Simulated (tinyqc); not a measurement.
Hole mobility in a silicon inversion layer, empirical terms and Matthiessen rule: one step of the calculation.

Inversion layer of sheet density Ns on a uniformly doped body, under a high-permittivity gate with an interlayer. The mobility terms are empirical power laws with prefactors chosen for the exercise; adding their inverses (Matthiessen) is itself an approximation.

Question. Mobility terms and their sum. With t = T/(300 K): muC = Ac (Ns/1e12 cm^-2) t/(Nb/1e17 cm^-3 + Nit/1e11 cm^-2), muP = Ap E^(-1/3) t^(-1.75), muS = As E^(-gs), muR = Ar exp(2 ti/lr)/t; 1/mu is the sum of the inverses.

Inputs (values chosen for the exercise); material values close to those of silicon:
- T = 350 K (temperature)
- Nb = 5.7e16 cm^-3 (body doping)
- Ap = 124 cm^2/(V s) (phonon-limited mobility at 1 MV/cm and 300 K)
- As = 278 cm^2/(V s) (roughness-limited mobility at 1 MV/cm)
- gs = 1.3 (exponent of the roughness term)
- Ac = 1600 cm^2/(V s) (Coulomb prefactor)
- Nit = 1.5e11 cm^-2 (charge at the interface)
- Ar = 210 cm^2/(V s) (remote-phonon mobility without interlayer)
- ti = 0.8 nm (interlayer thickness)
- lr = 0.6 nm (decay length of remote phonons)
- Ns = 4.3e12 cm^-2 (inversion density)

E = 0.35553608 MV/cm

Give: terms; mu; shares of 1/mu.

Answer.

terms (cm^2/(V s)): Coulomb 3877.6, phonon 133.65, roughness 1066.3, remote phonon 2590.5
mu = 110.33 cm^2/(V s)
shares of 1/mu (%): Coulomb 2.8452, phonon 82.550, roughness 10.346, remote phonon 4.2589

The phonon term limits most.

Program tinyqc, `OMP_NUM_THREADS=1 python tinyqc.py 2510098 2510099 out.jsonl`; Intel Xeon 2.30GHz, shared host, one thread, about 0.01 s.
